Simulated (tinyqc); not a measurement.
Inside a calculation. Method: harmonic frequencies on the RHF/sto-3g surface (energies and gradients from PySCF), for BeH2, spin multiplicity 1. One step of it, computed by the program tinyqc.

Question. One row of the Hessian: 2Hy. Displace 2Hy by +/-0.005 bohr; H(k, :) = (g(+) - g(-)) / (2 delta).

optimised positions (bohr), order 1Be, 2H, 3H:
```
[[-0.024530, 0.037182, 0.053634],
 [-0.045847, 2.475600, 0.019499],
 [-0.003322, -2.401289, 0.087494]]
```

gradient at +delta (hartree/bohr), order 1Be, 2H, 3H:
```
[[0.00001172, -0.00118334, 0.00002089],
 [-0.00001101, 0.00118260, -0.00001870],
 [-0.00000070, 0.00000074, -0.00000219]]
```

gradient at -delta (hartree/bohr), order 1Be, 2H, 3H:
```
[[-0.00000741, 0.00121836, -0.00000973],
 [0.00000889, -0.00120110, 0.00001316],
 [-0.00000148, -0.00001726, -0.00000344]]
```

Give: row of the Hessian.

Answer.

row of the Hessian (hartree/bohr^2): [0.00191, -0.24017, 0.00306, -0.00199, 0.23837, -0.00319, 0.00008, 0.00180, 0.00012]
